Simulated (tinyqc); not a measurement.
Inside a calculation: configuration-coordinate model of carrier capture at a defect. Values are carried at full precision from step to step, so a last printed digit may differ when a step is redone from the rounded ones.

Two parabolas of equal curvature k in one coordinate Q: with the carrier free at the band edge, U_f = k Q^2/2; with the carrier trapped, U_t = k (Q - dQ)^2/2 - ET. ER = k dQ^2/2, Huang-Rhys factor S = ER/hw, hw = 0.0646541 sqrt(k/M) eV for k in eV/angstrom^2 and M in u. The curves cross at a height Eb = (ER - ET)^2/(4 ER) above the free minimum.

Constants: kB = 8.617333262e-05 eV/K.

Values chosen for the exercise (of the size met at a vacancy centre in SiC; the results hold for these values, not for the real material):
- ET = 1.01 eV (thermal depth of the level below the band edge)
- ER = 0.25 eV (relaxation energy)
- hw = 0.057 eV (phonon energy of the mode)
- M = 70 u (mass of the mode)
- T = 250 K (temperature)
- nu = 1e+13 1/s (attempt rate)

## The two parabolas

Form S, k, dQ, the crossing point Qc = (ER - ET)/(k dQ), Eb, and the emission barrier Eb + ET.

S = 4.386
k = 54.4071 eV/angstrom^2
dQ = 0.0959 angstrom
Qc = -0.1457 angstrom

barriers (eV): capture 0.5776, emission 1.5876

ER < ET: the crossing lies on the far side of the free minimum (the inverted case), where tunnelling between vibrational states can matter much if Eb is well above hw.

## Optical transitions

Vertical ionisation from the trapped minimum costs ET + ER; vertical capture from the free minimum releases ET - ER (none if negative); the band has a standard deviation sqrt(S hw^2 coth(hw/2kT)) with S = ER/hw, and a full width 2.35482 times that.

energies (eV): ionisation peak 1.260, zero-phonon 1.010, emission peak 0.760

coth(hw/2kT) = 1.1527
standard deviation = 0.1282 eV
full width = 0.3018 eV

Radiative capture would peak at 0.760 eV. The optical peak exceeds the thermal depth by a factor 1.25.

## The multiphonon factor

Multiphonon factor for giving p = ET/hw phonons to the lattice: W = exp(-S (2 nb + 1)) ((nb + 1)/nb)^(p/2) I_p(x), nb = 1/(exp(hw/kT) - 1), x = 2 S sqrt(nb (nb + 1)), I_p the modified Bessel function. Classical limit: W = hw exp(-Eb/kT)/sqrt(4 pi ER kT). At T = 0: exp(-S) S^p/Gamma(p + 1).

Form p, nb, x and ln W, the classical ln W, and the capture time 1/(nu W).

p, nb, x: 17.7193  0.0764  2.5149

ln W: quantum -13.050, classical -28.329

capture time = 4.65e-08 s

The quantum factor is 4.32e+06 times the classical one at kT/hw = 0.38: nuclear tunnelling rules.

## Emission by detailed balance

For equal degeneracies and one band-edge state, emission time = capture time x exp(ET/kT).

ET/kT = 46.882
log10 of the emission time in s = 13.03

## Checks

- Ln W for the nearest whole p against the double Poisson sum over emitted and absorbed phonons: both -13.4323.

(tinyqc, `OMP_NUM_THREADS=1 python tinyqc.py 1450176 1450177 out.jsonl`, Intel(R) Xeon(R) Processor @ 2.30GHz, 1 thread, shared host, about 0.01 s.)
